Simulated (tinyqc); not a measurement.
Trap density from the leakage.

Inverse problem. Trap-assisted leakage is J = q Nt times the integral over x of the rate through one trap. Find Nt, the areal density Nt t and the mean in-plane spacing (Nt t)^(-1/2).

Inputs (values chosen for the exercise): thickness t = 5.6 nm.

Constants: q = 1.602176634e-19 C. Results are converted to the units shown.

J = 6.2649002e-6 A/cm^2
integral of the rate over x = 260.68288 nm/s

Answer. J is proportional to Nt.

Nt = 1.50e18 cm^-3
Nt t = 8.40e11 cm^-2
in-plane spacing = 10.9 nm

tinyqc, about 0.04 s, one thread, Intel Xeon 2.30GHz (shared host): `OMP_NUM_THREADS=1 python tinyqc.py 2370135 2370136 out.jsonl`
